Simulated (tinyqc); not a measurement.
# Worked calculation: depletion-mode phase shifter in a rib waveguide and its Mach-Zehnder modulator

tinyqc, about 0.01 s, one thread, Intel Xeon 2.30GHz (shared host): `OMP_NUM_THREADS=1 python tinyqc.py 2650006 2650007 out.jsonl` Printed values are rounded.

A lateral p-n junction at x0 in a waveguide whose mode intensity is a Gaussian of rms width s about x = 0; p side at smaller x. Reverse bias removes carriers and raises the index. Abrupt junction, doping uniform over the whole mode, lumped electrode (no travelling-wave effects).

Values chosen for this exercise; values close to those of silicon near 1550 nm:

| symbol | value | unit | meaning |
|---|---|---|---|
| lam | 1550 | nm | wavelength |
| eps_r | 11.7 |  | relative permittivity of the semiconductor |
| Na | 3.3e17 | cm^-3 | acceptor density |
| Nd | 1.7e18 | cm^-3 | donor density |
| Vb | 0.92 | V | built-in voltage |
| s | 110 | nm | rms width of the lateral mode intensity |
| x0 | 60 | nm | junction offset towards the n side |
| G | 0.94 |  | vertical confinement times ng/n |
| hr | 310 | nm | rib height |
| Cf | 59 | pF/m | fringe capacitance |
| Rs | 13.2 | ohm mm | series resistance |
| L | 5 | mm | length of the phase shifter |
| V | 2 | V | reverse bias |
| a0 | 1.8 | dB/cm | passive loss |

Constants: q = 1.602176634e-19 C, eps0 = 8.8541878128e-14 F/cm where lengths are in cm. Results are converted to the units shown.

## Index and absorption of the doped regions

Free-carrier changes (empirical, N and P in cm^-3): |dn| = 8.5e-18 P^0.8 for holes, 8.8e-22 N for electrons; absorption 6e-18 P and 8.5e-18 N in 1/cm.

dn_h = 8.79488e-4
dn_e = 0.001496
a_h = 1.98 1/cm
a_e = 14.45 1/cm

Index change per unit absorption: holes 4.44 um, electrons 1.04 um, a ratio of 4.29.

## Depletion edges and mode overlap

W = sqrt(2 eps0 eps_r (Vb + V)(1/Na + 1/Nd)/q); edges xp = x0 - W Nd/(Na + Nd), xn = x0 + W Na/(Na + Nd); F(x) = [1 + erf(x/(sqrt(2) s))]/2.

W at 0 and at V (nm): 65.6127  116.892

```
edge   edge (nm)         F
xp(0)    5.05344  0.518321
xn(0)    70.6661  0.739699
xp(V)   -37.8899  0.365252
xn(V)    79.0022  0.763683
```

## Index shift, efficiency, loss and bandwidth

dneff = G {dn_h [F(xp(0)) - F(xp(V))] + dn_e [F(xn(V)) - F(xn(0))]}; VpiL = lam V/(2 dneff); loss = a0 + 4.343 G {a_h F(xp) + a_e [1 - F(xn)]} dB/cm at V; C = eps0 eps_r hr/W + Cf; fRC = 1/(2 pi Rs C).

dneff = 1.60272e-4
VpiL = 0.967106 V cm
loss = 18.6929 dB/cm
C = 333.733 pF/m
fRC = 36.1282 GHz

The product VpiL x loss is 18.1 V dB.

## Mach-Zehnder modulator

One arm driven from 0 to V: phase 2 pi dneff L/lam; biased at quadrature the output swings between [1 -+ sin(phase/2)]/2; extinction ratio in dB; insertion loss = loss x L.

phase = 1.03401 pi
extinction ratio = 31.4632 dB
insertion loss = 9.34647 dB
